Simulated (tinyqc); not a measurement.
Band offsets of oxides on a semiconductor by the charge-neutrality-level model: one step of the calculation.

Each material has a charge-neutrality level at the depth Phi = chi + Eg - CNL below vacuum. For oxide B on semiconductor A, dEc = (chiA - PhiA) - (chiB - PhiB) + S (PhiA - PhiB), dEv = EgB - EgA - dEc, with the pinning factor S = 1/(1 + 0.1 (eps_inf - 1)^2) of the oxide. S = 1 is the affinity rule, S = 0 aligns the two levels.

Problem. One oxide. Depths of both levels, S and the two offsets.

Parameters, values chosen for the exercise; substrate values close to those of 4H silicon carbide:
```
symbol  value  unit                                             meaning
EgA      3.17    eV                            gap of the semiconductor
chiA     3.63    eV                               its electron affinity
cA       1.69    eV  its charge-neutrality level above the valence edge
```

oxide values (close to silicon dioxide): Eg (eV) 8.89, chi (eV) 0.89, CNL (eV) 4.43, eps_inf 2.25

Find: PhiA; PhiB; S; dEc; dEv.

Solution.

PhiA = 5.1100 eV
PhiB = 5.3500 eV
S = 0.86486
dEc = 2.7724 eV
dEv = 2.9476 eV

The limits are dEc = 2.74 eV (S = 1) and 2.98 eV (S = 0).

Range of the model: The model ignores the chemistry of the actual interface, which can move offsets by several tenths of an eV.

Numbers from tinyqc (`OMP_NUM_THREADS=1 python tinyqc.py 2410081 2410082 out.jsonl`; about 0.01 s on one thread of a shared Intel Xeon 2.30GHz).
